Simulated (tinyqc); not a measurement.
Photoionisation line shapes: hydrogenic impurity: series, fields, screening, photoionisation and donor-acceptor pairs. Computed by tinyqc, a small Python program. Command: `OMP_NUM_THREADS=1 python tinyqc.py 3011357 3011358 out.jsonl hydrogenic walk`. One thread of a shared host (Intel(R) Xeon(R) Processor @ 2.30GHz), about 0.01 s of CPU time with the checks.

One isotropic, parabolic band. Effective units: Ry* and a*, in which H = -nabla^2 - 2/r.

Inputs (values chosen for the exercise, modelled on ZnSe): electron mass m = 0.149 m_0; dielectric constant eps = 8.75; depth of a short-range centre E_i = 135 meV.

Parts treated: magnetic field and photoionisation.

Constants: Ry = 13.605693123 eV; a_0 = 0.529177210903 angstrom; h x 1 THz = 4.135667696 meV.

Method. Ry* = Ry m/eps^2, a* = a_0 eps/m; level n is bound by Ry*/n^2; <r> = (3/2) a* in 1s; lines 1s -> np at Ry* (1 - 1/n^2); 1 THz = 4.135667696 meV. With x = h nu/E above threshold, normalised to their maxima: hydrogenic 1s: x^-4 exp(4 - 4 atan(k)/k)/(1 - exp(-2 pi/k)), k = sqrt(x - 1), which is 1 at threshold; delta-function centre (Lucovsky): 8 (x - 1)^(3/2)/x^3, which is 1 at x = 2. Energies use E = Ry* and E = E_i; band-to-band absorption, which hides both above the gap, is left out.

Ry* = 26.4783 meV

Relative cross-sections:
```
x     h nu, hydrogenic (meV)  hydrogenic  h nu, short-range centre (meV)  Lucovsky
1.05                   27.80  8.7772e-01                          141.75    0.0773
1.20                   31.77  6.1222e-01                          162.00    0.4141
1.50                   39.72  3.3174e-01                          202.50    0.8381
2                      52.96  1.4774e-01                          270.00    1.0000
2.50                   66.20  7.7836e-02                          337.50    0.9406
3.50                   92.67  2.9036e-02                          472.50    0.7376
5                     132.39  9.9730e-03                          675.00    0.5120
8                     211.83  2.3612e-03                         1080.00    0.2894
```

What follows from these numbers?

The Coulomb tail makes the hydrogenic cross-section largest at threshold, 26.48 meV; the short-range (neutral) centre starts from zero and peaks at twice its depth, 270.0 meV.

Extremes, crossings and ranges named in words are read from the listed rows.
